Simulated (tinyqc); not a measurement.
Inputs raised by 10 %, one at a time: wafer bonding and layer transfer: bond energy, gap closing, particles, bonding of dissimilar wafers and hydrogen blisters. Computed by tinyqc, a small Python program. Command: `OMP_NUM_THREADS=1 python tinyqc.py 3022246 3022247 out.jsonl bond sens`. One thread of a shared host (Intel(R) Xeon(R) Processor @ 2.30GHz), about 0.01 s of CPU time with the checks.

gamma is the energy per area of each of the two surfaces; plates are isotropic.

Inputs (values chosen for the exercise, with wafer 1 close to silicon): Young's modulus E1 = 151 GPa; Young's modulus E2 = 98.4 GPa; Poisson ratio nu = 0.22; thickness t1 = 625 micrometre; thickness t2 = 625 micrometre; blade thickness t_b = 150 micrometre; crack length L = 22 mm; radius of a shallow gap R = 0.25 mm; half height of the gap h_g = 44 nm; expansion mismatch alpha_2 - alpha_1 = 2.5 1e-6/K; heating dT = 175 K; implant depth d = 0.7 micrometre; hydrogen dose = 9.4 1e16/cm^2; share of the dose released as H2 = 0.19; surface energy of the weakened plane gamma_s = 1.3 J/m^2; anneal temperature T = 825 K.

Pair: two different wafers.

Constants: k_B = 1.380649e-23 J/K.

Method:
- Two cantilevers opened by t_b: gamma = 3 t_b^2 E1 t1^3 E2 t2^3/(16 L^4 (E1 t1^3 + E2 t2^3)).
- E' = E1/(1 - nu^2), equal wafers of thickness t1 assumed. A gap of radius R closes if h_g < h_c: h_c = R^2/sqrt((2/3) E' t1^3/gamma) for R > 2 t1 (plate bending), h_c = 3.6 sqrt(R gamma/E') for R < 2 t1 (local deformation).
- M = E/(1 - nu), misfit e = (alpha_2 - alpha_1) dT. Curvature k = 6 M1 M2 t1 t2 (t1 + t2) e/[M1^2 t1^4 + M2^2 t2^4 + 2 M1 M2 t1 t2 (2 t1^2 + 3 t1 t2 + 2 t2^2)]; force per width F = k (M1 t1^3 + M2 t2^3)/(6 (t1 + t2)); at the interface s1 = F/t1 + M1 k t1/2, s2 = -F/t2 - M2 k t2/2; stored biaxial energy U = F^2 [1/(M1 t1) + 1/(M2 t2)] + k^2 (M1 t1^3 + M2 t2^3)/12; the pair can part when U > 2 gamma.
- A flat crack of radius r under a layer of thickness d, as a clamped plate: centre height w = 3 p r^4/(16 E' d^3), volume pi r^2 w/3, energy release G = 3 p^2 r^4/(32 E' d^3), E' = E1/(1 - nu^2). It grows when G = 2 gamma_s. The gas comes from the area pi r^2: p V = (dose x share/2) pi r^2 k_B T, and G = p w/2 = (3/2) N k_B T with N the H2 molecules per area. Share needed: G = 2 gamma_s. The pressure and height at growth are given for r = 10 d.

Runs; columns: (1) input moved; (2) from; (3) to; (4) bond energy gamma (J/m^2); (5) closable height h_c (nm); (6) stored energy U (J/m^2); (7) pressure at growth (MPa):
```
(1)                                                    (2)     (3)      (4)     (5)     (6)     (7)
base run                                                 -       -  0.26194  73.133  2.3632  25.073
Young's modulus E1 (GPa)                               151   166.1  0.27169  71.015  2.4917  26.297
Young's modulus E2 (GPa)                              98.4  108.24  0.27720  75.233  2.4677  25.073
expansion mismatch alpha_2 - alpha_1 (1e-6/K)          2.5    2.75  0.26194  73.133  2.8594  25.073
heating dT (K)                                         175   192.5  0.26194  73.133  2.8594  25.073
hydrogen dose (1e16/cm^2)                              9.4   10.34  0.26194  73.133  2.3632  25.073
surface energy of the weakened plane gamma_s (J/m^2)   1.3    1.43  0.26194  73.133  2.3632  26.297
implant depth d (micrometre)                           0.7    0.77  0.26194  73.133  2.3632  23.907
```

Exponents ln(y'/y) / ln(x'/x):
```
input                                         bond energy gamma  closable height h_c  stored energy U  pressure at growth
Young's modulus E1                                        0.383               -0.308            0.556                 0.5
Young's modulus E2                                        0.594                0.297            0.454                 0.0
expansion mismatch alpha_2 - alpha_1                      0.000                0.000            2.000                 0.0
heating dT                                                0.000                0.000            2.000                 0.0
hydrogen dose                                             0.000                0.000            0.000                 0.0
surface energy of the weakened plane gamma_s              0.000                0.000            0.000                 0.5
implant depth d                                           0.000                0.000            0.000                -0.5
```

To which inputs is each result most sensitive?

Among the inputs moved here: bond energy gamma answers most in size to Young's modulus E2 (exponent +0.594), next to Young's modulus E1 (+0.383); its exponent is below 0.0005 for expansion mismatch alpha_2 - alpha_1, heating dT, hydrogen dose, surface energy of the weakened plane gamma_s, implant depth d. Closable height h_c answers most in size to Young's modulus E1 (exponent -0.308), next to Young's modulus E2 (+0.297); its exponent is below 0.0005 for expansion mismatch alpha_2 - alpha_1, heating dT, hydrogen dose, surface energy of the weakened plane gamma_s, implant depth d. Stored energy U answers most in size to heating dT (exponent +2.000), and about equally to expansion mismatch alpha_2 - alpha_1 (+2.000); its exponent is below 0.0005 for hydrogen dose, surface energy of the weakened plane gamma_s, implant depth d. Its exponent +2.000 in heating dT: energy is quadratic in the misfit. Pressure at growth answers most in size to Young's modulus E1 (exponent +0.500), and about equally to surface energy of the weakened plane gamma_s (+0.500), implant depth d (-0.500); its exponent is below 0.0005 for Young's modulus E2, expansion mismatch alpha_2 - alpha_1, heating dT, hydrogen dose. Its exponent -0.500 in implant depth d: d^(3/2)/r^2 at r proportional to d.

Caution (all rows): on a wafer of 100 mm the sag k R^2/2 would exceed half the thickness of the pair, beyond the small-deflection theory: the plate stiffens.
